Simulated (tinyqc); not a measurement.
Field from the level spacing.

Problem. In a triangular well E_k = a_k (C F^2/mz1)^(1/3), a_1 = 2.338107, a_2 = 4.087949, C = hbar^2/(2 m0), F in eV/nm (1 MV/cm = 0.1 eV/nm). Find F, E_1, the mean distance 2 E_1/(3 F) of the lowest level and the sheet charge eps0 eps_r F/q behind such a field.

Inputs (values chosen for the exercise):
- eps_r = 13.9 (relative permittivity)
- mz1 = 0.0408 m0 (mass along z of valley set A (1 valley(s)))

Constants: q = 1.602176634e-19 C, hbar = 1.054571817e-34 J s, m0 = 9.1093837015e-31 kg, eps0 = 8.8541878128e-14 F/cm where lengths are in cm, hbar^2/(2 m0) = 0.0380998212 eV nm^2. Results are converted to the units shown.

spacing of the two lowest levels = 432.13779 meV

Answer. The spacing over a_2 - a_1 is the energy scale (C F^2/mz1)^(1/3), which gives F. For so light a mass a level this high lies where the band is no longer parabolic.

F = 1.27 MV/cm
E_1 = 577 meV
mean distance = 3.03 nm
sheet charge over q = 9.76e12 cm^-2

Program tinyqc, `OMP_NUM_THREADS=1 python tinyqc.py 2160008 2160009 out.jsonl`; Intel Xeon 2.30GHz, shared host, one thread, about 0.4 s.
